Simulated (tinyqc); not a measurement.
One-dimensional ballistic tunnel FET, two-band WKB: two steps of the calculation.

A p-type source for x < 0 with its Fermi level at 0 and its valence edge at ds; in the channel the bands fall as D exp(-x/lam) towards their flat values, with the conduction edge at Ec = ds - dP and D = dP + Eg. The gate moves dP one to one. The drain Fermi level lies at -Vd and the drain side reflects nothing. For w = E - Ec between 0 and dP an electron crosses the gap. Two-band dispersion with equal masses m: inside the gap kappa = sqrt(m u (1 - u/Eg)/C), u the distance from a band edge, C = hbar^2/(2 m0).

Inputs (values chosen for the exercise); band and dielectric values close to those of In0.53Ga0.47As:
- T = 300 K (temperature)
- Eg = 0.744 eV (band gap)
- m = 0.039 m0 (band-edge mass of the two-band model)
- lam = 5.1 nm (screening length of the source junction)
- ds = 0.08 eV (source valence edge above the source Fermi level)
- Vd = 0.1 V (drain bias)
- g = 1 (number of degenerate subbands (spin apart))
- dP = 0.23 eV (tunnelling window Ev(source) - Ec(channel))
- w0 = 0.072 eV (energy above the channel conduction edge)
- nE = 9 (points of the energy grid)

Constants: q = 1.602176634e-19 C, kB = 1.380649e-23 J/K, hbar = 1.054571817e-34 J s, h = 6.62607015e-34 J s, m0 = 9.1093837015e-31 kg, Vt = kB T/q, hbar^2/(2 m0) = 0.0380998212 eV nm^2. Results are converted to the units shown.

Question 1. The exponent in closed form. S(w) = 2 lam int_0^Eg kappa(u) du/(w + Eg - u) = 2 pi lam sqrt(m/(C Eg)) [w + Eg/2 - sqrt(w (w + Eg))], T(w) = exp(-S). The common triangular estimate is S = (4/3) lam sqrt(m/C) Eg^1.5/(dP + Eg) for all w.

Wanted: S(w0); T(w0); triangular S.

Answer 1.

S(w0) = 7.5779
T(w0) = 5.1162e-4
triangular S = 4.5329

Question 2. Current on a coarse grid. I = g (2 q^2/h) int_0^dP T(w) [f(E) - f(E + Vd)] dw, E = ds - dP + w, f(x) = 1/(1 + exp(x/Vt)). Simpson's rule on nE equally spaced points.

Give: w; T(w); difference of the f; I.

Answer 2.

w, point 0 to 8 (eV): [0.0000, 0.0288, 0.0575, 0.0862, 0.1150, 0.1437, 0.1725, 0.2013, 0.2300]
T(w), point 0 to 8: [8.464e-7, 7.787e-5, 3.114e-4, 7.724e-4, 0.001517, 0.002585, 0.004002, 0.005782, 0.007930]
difference of the f, point 0 to 8: [0.1233, 0.2962, 0.5449, 0.7243, 0.7199, 0.5342, 0.2865, 0.1182, 0.04239]
I = 0.01169 uA

Program tinyqc, `OMP_NUM_THREADS=1 python tinyqc.py 2620164 2620165 out.jsonl`; Intel Xeon 2.30GHz, shared host, one thread, about 0.01 s.
